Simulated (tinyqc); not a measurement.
Schottky barrier with interface states (Cowley-Sze model), image lowering and contact resistance: one step, computed by the program tinyqc.

An n-type semiconductor under a metal. The barrier lies between the Schottky-Mott limit phi_M - chi and the Bardeen limit E_g - E_n, E_n being the neutrality level of the interface states; the space-charge term of the full Cowley-Sze expression is left out.

Problem. Pinning factor and barrier. S = 1/(1 + 0.1 (eps_opt - 1)^2), an empirical relation for metal-induced gap states. phi_B = S (phi_M - chi) + (1 - S)(E_g - E_n); the hole barrier is E_g - phi_B.

Inputs (values chosen for the exercise, with gap, mass and screening modelled on GaAs):
```
quantity                                     value  unit
gap E_g                                       1.41    eV
electron affinity chi                         4.16    eV
metal work function phi_M                     4.94    eV
neutrality level E_n above the valence band  0.779    eV
optical dielectric constant eps_opt             11     -
```

Pinning factor from: Moench relation.

Give: pinning factor S; Schottky-Mott barrier; Bardeen barrier; barrier phi_B; hole barrier.

Solution.

pinning factor S = 0.090909

Schottky-Mott barrier = 0.78 eV

Bardeen barrier = 0.631 eV

barrier phi_B = 0.64455 eV

hole barrier = 0.76545 eV

The contact is strongly pinned: the metal hardly matters.
